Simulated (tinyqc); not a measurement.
What moves the zone average: special k points of the hexagonal lattice.

Lattice vectors in units of a: a1 = (1, 0), a2 = (-1/2, sqrt(3)/2); reciprocal vectors b_i with a_i . b_j = 2 pi delta_ij. Mesh: k = sum_i f_i b_i with f_i = (2 j_i + shift)/(2 N), j_i = 0 .. N-1. The point group of the lattice has 12 operations; only those that map the mesh onto itself are used.

A_m(k) = sum over the m-th star of lattice vectors R of cos(k . R), stars in order of length: m = 1: |R|^2 = 1, 6 vectors, such as (1, 1) in the basis a_i; m = 2: |R|^2 = 3, 6 vectors, such as (2, 1) in the basis a_i; m = 3: |R|^2 = 4, 6 vectors, such as (2, 2) in the basis a_i; m = 4: |R|^2 = 7, 12 vectors, such as (3, 2) in the basis a_i; m = 5: |R|^2 = 9, 6 vectors, such as (3, 3) in the basis a_i; m = 6: |R|^2 = 12, 6 vectors, such as (4, 2) in the basis a_i. The zone mean of every A_m is zero.

Test function, the lower band of a two-band insulator: E(k) = -sqrt(D^2 + (e0 - t A_1(k))^2).

Parameters, chosen for this exercise:
- D = 2.29 eV (half gap term)
- t = 0.68 eV (coupling)
- e0 = 1.45 eV (offset)
- N = 9 (points along each reciprocal vector)
- shift = 0 (half steps)

Mean of E over the mesh, and its error against the unshifted mesh with N = 96.

Results for these values:

| case | mean (eV) | error (meV) | irreducible points |
|---|---|---|---|
| base | -3.1294 | -0.03 | 12 |

What happens to each result for shift = 1, all else kept?

Answer: mean rises from -3.1294 to -3.1293; error rises from -0.03 to 0.01; irreducible points rises from 12 to 25.

The same for each parameter in turn:

| case | mean (eV) | error (meV) | irreducible points |
|---|---|---|---|
| base | -3.1294 | -0.03 | 12 |
| N = 10 | -3.1293 | 0.00 | 14 |
| shift = 1 | -3.1293 | 0.01 | 25 |
| D = 1.603 eV | -2.6422 | -0.20 | 12 |
| t = 0.884 eV | -3.3921 | -0.11 | 12 |

(tinyqc, `OMP_NUM_THREADS=1 python tinyqc.py 1680348 1680349 out.jsonl`, Intel(R) Xeon(R) Processor @ 2.30GHz, 1 thread, shared host, about 0.1 s.)
